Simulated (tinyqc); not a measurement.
Ratio and sensitivities against delay: time-domain thermoreflectance: layered heat flow under a modulated pulse train, and what the signal ratio measures. Computed by tinyqc, a small Python program. Command: `OMP_NUM_THREADS=1 python tinyqc.py 3113504 3113505 out.jsonl tdtr walk`. One thread of a shared host (Intel(R) Xeon(R) Processor @ 2.30GHz), about 0.1 s of CPU time with the checks.

Pulses repeat at 80 MHz; heat is laid down at the surface, all layers are isotropic.

Inputs (values chosen for the exercise, modelled on aluminium on germanium): metal thickness d = 110 nm; metal conductivity = 130 W/(m K); metal heat capacity = 2.42 MJ/(m^3 K); boundary conductance G under the metal = 74 MW/(m^2 K); substrate conductivity kappa = 56.2 W/(m K); substrate heat capacity C = 1.67 MJ/(m^3 K); modulation frequency f = 5 MHz; spot radius w (1/e^2, pump and probe) = 12 micrometre.

Stack: metal, substrate.

Method:
- For radial wave number k and angular frequency W each layer has u = sqrt(4 pi^2 k^2 + i W C/kappa) and gamma = kappa u. Surface impedance from below: Z = 1/gamma for the substrate; a layer of thickness L maps Z to (Z + tanh(u L)/gamma)/(1 + gamma Z tanh(u L)); a boundary adds 1/G.
- Response per absorbed watt H(W) = 2 pi int_0^(2/w) Z(k, W) exp(-pi^2 k^2 w^2) k dk by 20 Gauss-Legendre points.
- Signal: X + iY = sum_(m = -M..M) H(2 pi (f + m f_r)) exp(i 2 pi m f_r t) exp(-pi (m/M)^2 x 4), f_r = 80 MHz, M = 4000, with H(-W) the complex conjugate of H(W); V_in = X, V_out = Y, ratio = -V_in/V_out.
- Sensitivity S = ln(ratio'/ratio)/ln(1.01) for a rise of one input by 1 %.

Ratio and sensitivities:
```
t (ps)   ratio  S to kappa    S to G    S to d   S to C     S to w
100     3.6923     0.41316   0.14446  -0.74473  0.39324  -0.052426
200     3.5043     0.40788   0.12008  -0.88725  0.38774  -0.052090
400     3.2982     0.39829   0.07867  -0.83229  0.37800  -0.051270
800     2.9529     0.38010   0.01046  -0.72806  0.35941  -0.049962
1500    2.4888     0.35200  -0.08021  -0.58055  0.33041  -0.048496
2500    2.0157     0.31863  -0.17190  -0.42018  0.29537  -0.047689
4000    1.5395     0.27908  -0.26195  -0.24718  0.25262  -0.048433
```

The largest sensitivity in size at 100 ps is to d (-0.74). The sensitivity to G changes sign between 800 and 1500 ps, which helps to separate G from inputs whose sensitivity keeps its sign. kappa and C enter almost alike, through the effusivity. At 400 ps an error of 3 % in d passes on as 6 % in kappa.

Extremes, crossings and ranges named in words are read from the listed rows.
